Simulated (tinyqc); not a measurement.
Phonon transmission through an interface between two chains by Green functions: one step, computed by the program tinyqc. Command: `OMP_NUM_THREADS=1 python tinyqc.py 3012465 3012466 out.jsonl agf walk`. One thread of a shared host (Intel(R) Xeon(R) Processor @ 2.30GHz), about 0.01 s of CPU time with the checks.

Two semi-infinite chains (masses m_1, m_2; springs k_1, k_2), motion along the chain. The central region holds the end atom of each chain and one interlayer atom of mass m_b, joined by springs k_b. lambda = omega^2 in eV/(angstrom^2 u); nu = 15.6333042 THz x sqrt(lambda).

Problem. Transmission at the probe frequency. A = lambda M - K - Sigma over the central atoms, with K_ii the sum of the springs at i, K_(i,i+1) = -k_b; G = inverse of A; transmission = Gamma_1 Gamma_2 |G_(first,last)|^2.

Atoms in the interlayer: one.

A (complex symmetric) (eV/angstrom^2), rows end of 1, layer 1, end of 2:
$$\begin{pmatrix}
-0.116917+2.672150i & 0.873000 & 0.000000 \\
0.873000 & -1.068549 & 0.873000 \\
0.000000 & 0.873000 & -0.092722+1.638273i
\end{pmatrix}$$

Gamma_1 = 5.344301 eV/angstrom^2

Gamma_2 = 3.276547 eV/angstrom^2

Give: G_(first,last); transmission.

Solution.

G_(first,last) = 0.11782+0.06874i angstrom^2/eV

transmission = 0.32580
